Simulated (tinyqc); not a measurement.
Shortcuts against the integral: sheet resistance and Hall data of a diffused or implanted layer. Computed by tinyqc, a small Python program. Command: `OMP_NUM_THREADS=1 python tinyqc.py 3031511 3031512 out.jsonl layer walk`. One thread of a shared host (Intel(R) Xeon(R) Processor @ 2.30GHz), about 0.01 s of CPU time with the checks.

Carriers are taken equal to the net active doping down to the junction (full ionisation, which deep dopants in wide-gap hosts do not reach; no spill-over, no depletion), and the Hall factor is 1.

Inputs (values chosen for the exercise, modelled on silicon in GaN):
```
quantity                                 value        unit
mu_min                                    56.8  cm^2/(V s)
mu_max                                     982  cm^2/(V s)
N_ref                                    2e+17      1/cm^3
exponent alpha                               1           -
peak concentration N_0                 1.9e+20      1/cm^3
length scale l                             830          nm
background doping N_B (opposite type)    1e+15      1/cm^3
solubility limit N_s                   7.2e+19      1/cm^3
```

Profile: complementary error function. Activation: limited by solubility.

Constants: e = 1.602176634e-19 C.

Method:
- N(x) = N_0 erfc(x/l), dose N_0 l/sqrt(pi), junction x_j = l erfc^-1(N_B/N_0).
- Mobility mu = mu_min + (mu_max - mu_min)/(1 + (N_t/N_ref)^alpha), N_t = active doping + N_B; carriers n = active doping - N_B, active doping min(N, N_s).
- Integrals from x_0 (0 unless stated) to x_j by the midpoint rule on 400 even intervals: 1/R_s = e int n mu dx; sheet density n_s = int n dx; Hall sheet density (int n mu dx)^2/int n mu^2 dx; Hall mobility int n mu^2 dx/int n mu dx.
- Mean conductivity 1/(R_s x_j); mean mobility 1/(e n_s R_s).
- Shortcuts: R_s = 1/(e Q mu) with the dose Q and the mobility at the (active) peak concentration; 1/(e n_s mu) with mu at N_t = n_s/x_j + N_B; 1/(e Q mu_max).

sheet resistance R_s = 16.5028 ohm

dose = 8.89727e+15 1/cm^2

sheet density n_s = 6.04143e+15 1/cm^2

junction depth x_j = 2672.75 nm

Sheet resistances:
```
method                                   R_s (ohm)  deviation (%)
integral                                    16.503          0.000
dose, mobility at the peak                  11.817        -28.392
n_s, mobility at the mean concentration     15.915         -3.561
dose, mu_max                                 0.714        -95.671
```

What does the comparison show, and why?

The closest shortcut is «n_s, mobility at the mean concentration» (-3.6 %). Counting inactive dopants as carriers underestimates R_s.

Extremes, crossings and ranges named in words are read from the listed rows.
